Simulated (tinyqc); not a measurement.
# Permittivity of the insulator from five potentials

Question. A node lies on a semiconductor-insulator interface. Steps: hs = tb/2 down into the semiconductor, ho = tox/1 up into the insulator, hy = L/5 sideways. The flux balance of its box reads eox (hy/ho)(above - node) + eps_r (hy/hs)(below - node) + [(eps_r hs + eox ho)/(2 hy)](left + right - 2 node) - q Na (hs/2) hy/eps0 = 0. Find eox.

Values chosen for this exercise; semiconductor permittivity close to that of silicon: relative permittivity of the semiconductor eps_r = 11.8; half the body thickness tb = 8 nm; insulator thickness tox = 6.2 nm; channel length L = 54 nm; acceptor density of the depleted body Na = 2.5e18 cm^-3.

Constants: q = 1.602176634e-19 C, eps0 = 8.8541878128e-14 F/cm where lengths are in cm. Results are converted to the units shown.

psi (V): node -0.068833102, above -0.04, below -0.11478070, left -0.088813123, right 0.10833146

Solution. The balance is linear in eox.

eox = 22.00

Computed by the program tinyqc: `OMP_NUM_THREADS=1 python tinyqc.py 2480133 2480134 out.jsonl`, one thread of a shared Intel Xeon 2.30GHz, about 0.2 s for the whole run.
